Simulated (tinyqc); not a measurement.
## Germanium share from the critical thickness

Inverse problem. Critical thickness (Matthews-Blakeslee, 60-degree dislocations): h = bv (1 - nu/4)[ln(h/bv) + 1]/(4 pi e_par (1 + nu)), nu = c12/(c11 + c12). e_par = b1 x. Find e_par and x.

Values chosen for this exercise:
- b1 = 0.0418 (lattice mismatch per unit x)
- c11 = 164 GPa (elastic constant)
- c12 = 62.4 GPa (elastic constant)
- bv = 0.384 nm (Burgers vector)

critical thickness = 15.713364 nm

Answer. For given h the relation is explicit in the strain.

e_par = 0.6688 %
x = 0.1600

tinyqc, about 0.01 s, one thread, Intel Xeon 2.30GHz (shared host): `OMP_NUM_THREADS=1 python tinyqc.py 2530130 2530131 out.jsonl`
